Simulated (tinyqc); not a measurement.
# From one set of inputs to another, one input at a time

Model: longitudinal sound in a periodic multilayer: transfer matrices, stop bands and folded phonons. Computed by tinyqc, a small Python program. Command: `OMP_NUM_THREADS=1 python tinyqc.py 3013043 3013044 out.jsonl multilayer ladder`. One thread of a shared host (Intel(R) Xeon(R) Processor @ 2.30GHz), about 0.01 s of CPU time with the checks.

Layers 1 and 2 repeat with period d = d_1 + d_2; waves travel normal to the layers, without loss. State vector (u, s): displacement u and stress divided by omega. Impedances Z = rho v are in 1e6 kg/(m^2 s).

The inputs printed are set A. Set A is modelled on silica (layer 1), platinum (layer 2) and silica (substrate); the values taken over come from a set modelled on silica (layer 1), hafnia (layer 2) and gallium arsenide (substrate). Inputs not listed in the table keep their values of set A, so the rows need not describe a real material.

Inputs (values chosen for the exercise, modelled on silica (layer 1), platinum (layer 2) and silica (substrate)):
```
quantity            value    unit
density rho_1        2.21  g/cm^3
velocity v_1         6080     m/s
thickness d_1         445      nm
density rho_2        21.6  g/cm^3
velocity v_2         4120     m/s
thickness d_2         304      nm
substrate density    2.24  g/cm^3
substrate velocity   6070     m/s
periods N               3       -
```

Method:
- Z = rho v; interface reflection r = (Z_2 - Z_1)/(Z_2 + Z_1) (stress amplitude, from 1 into 2); Bragg frequency f_B = 1/[2 (d_1/v_1 + d_2/v_2)]; long-wave velocity v_eff = d/sqrt[(d_1/v_1)^2 + (d_2/v_2)^2 + (Z_1/Z_2 + Z_2/Z_1)(d_1/v_1)(d_2/v_2)].
- A layer maps (u, s) by [[cos p, sin p/Z], [-Z sin p, cos p]], p = 2 pi f d_i/v_i; one period is M = M_2 M_1, and cos(q d) = trace(M)/2.
- For N periods A = M^N. A wave comes from a thick layer of material 1 and leaves into the substrate (Z_s): transmitted power T = 4 Z_1 Z_s/|Z_1 A_22 + Z_s A_11 - i (Z_1 Z_s A_12 - A_21)|^2, reflected power R = 1 - T.
- Gap m contains m f_B; its edges, where trace(M)/2 = (-1)^m, are found by root search. Weak-contrast estimate of the width: (4 f_B/pi) |r sin(m pi a)|, a = (d_1/v_1)/(d_1/v_1 + d_2/v_2).

Each row keeps all changes above it:
```
input moved                 from    to  transmitted power at f_B  long-wave velocity v_eff (m/s)  lower edge (GHz)
set A                          -     -                4.7965e-05                          3440.8            1.6053
thickness d_2 (nm)           304   417                6.1476e-05                          3360.9            1.3672
thickness d_1 (nm)           445   191                7.6743e-04                          3358.7            2.0191
density rho_2 (g/cm^3)      21.6  9.73                3.6185e-02                          4119.5            2.7569
velocity v_2 (m/s)          4120  5430                4.4566e-03                          4665.3            2.9310
substrate density (g/cm^3)  2.24  5.42                9.7617e-03                          4665.3            2.9310
density rho_1 (g/cm^3)      2.21  2.18                9.2011e-03                          4648.7            2.9149
velocity v_1 (m/s)          6080  5860                7.1237e-03                          4542.2            2.8267
```

Transmitted power at f_B goes from 4.80e-5 to 0.00712, a factor 149 in all. The largest single move comes from density rho_2 (a factor 47.2), and velocity v_2 works against it (a factor 0.123). Long-wave velocity v_eff goes from 3440 to 4540, a factor 1.32 in all. The largest single move comes from density rho_2 (a factor 1.23), and thickness d_2 works against it (a factor 0.9768). Lower edge goes from 1.61 to 2.83, a factor 1.76 in all. The largest single move comes from thickness d_1 (a factor 1.48), and thickness d_2 works against it (a factor 0.852). The single moves hold for this order of the switches; the total does not depend on the order.

Extremes, crossings and ranges named in words are read from the listed rows.
